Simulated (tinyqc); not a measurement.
Via and link resistance from two via chains.

Question. A chain of 5000 vias joined by 5000 metal links has R = 5000 (Rv + Rlink), with Rlink proportional to the link length. Find Rv, Rlink for length L, and the value of Rv that the short chain would give if the links were ignored.

resistance of chains of 5000 links with link lengths L and 3 L (ohm): [61500, 84500]

Solution. R per link is a straight line in the link length; its intercept at zero length is Rv.

Rv = 10.0 ohm
Rlink = 2.30 ohm
Rv without correction = 12.3 ohm

Numbers from tinyqc (`OMP_NUM_THREADS=1 python tinyqc.py 2750178 2750179 out.jsonl`; about 0.01 s on one thread of a shared Intel Xeon 2.30GHz).
